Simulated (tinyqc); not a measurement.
Swing of the coupled dose with resist thickness: standing waves and exposure in a photoresist film.

Normal incidence from air. Unexposed resist: N1 = n1 + i k1 with k1 = (A + B) lam/(4 pi), lam in micrometres. r01 = (1 - N1)/(1 + N1), t01 = 2/(1 + N1). Substrate Ns = ns + i ks: r12 = (N1 - Ns)/(N1 + Ns). With p = exp(2 pi i N1 d/lam), the field at depth z is E(z) = t01 [exp(2 pi i N1 z/lam) + r12 p^2 exp(-2 pi i N1 z/lam)]/(1 + r01 r12 p^2), the relative intensity I(z) = n1 |E(z)|^2 and the reflectance R = |(r01 + r12 p^2)/(1 + r01 r12 p^2)|^2.

Values chosen for the exercise (a resist on Si, indices near tabulated ones; the results hold for these values, not for the real material):
```
symbol  value  unit          meaning
lam     193    nm            vacuum wavelength
n1      1.68                 resist index
A       0.03   1/micrometre  bleachable absorption (Dill A)
B       0.75   1/micrometre  fixed absorption (Dill B)
d       101    nm            resist thickness
ns      0.882                substrate n
ks      2.861                substrate k
```

The mean of I is taken over 800 depths; the relative dose to clear is taken as 1/(mean of I over the lowest period, 60 depths), scaled to 1 in the first row.

Swing:
```
d (nm)       R  mean I  relative dose
101.0   0.6528  1.1509          1.000
110.6   0.6519  1.0604          1.000
120.1   0.5440  1.3229          0.773
129.7   0.3365  1.9325          0.548
139.3   0.3223  2.0112          0.559
148.9   0.5121  1.4378          0.799
158.4   0.6180  1.0804          1.032
168.0   0.6175  1.0242          1.034
177.6   0.5031  1.2850          0.804
187.2   0.2921  1.8242          0.581
196.7   0.2801  1.8679          0.592
206.3   0.4741  1.3530          0.832
215.9   0.5858  1.0330          1.068
```

How do the results move, and what explains it?

The period is 57.4 nm, six rows. The relative dose swings between 0.548 and 1.068, a ratio (max - min)/mean of 0.636, against the estimate 4 sqrt(|r01|^2 |r12|^2) exp(-(A + B) d) = 0.721 for the oscillating part alone; the ratio from the table also holds the slow rise from absorption, 6.8 % over two periods, so the two are not strictly comparable. The dose is least sensitive to thickness at an extremum; the lowest dose listed is at 129.7 nm.

Run: tinyqc, `OMP_NUM_THREADS=1 python tinyqc.py 1680236 1680237 out.jsonl`; Intel(R) Xeon(R) Processor @ 2.30GHz, one thread, shared host; about 0.01 s of CPU time with all checks.
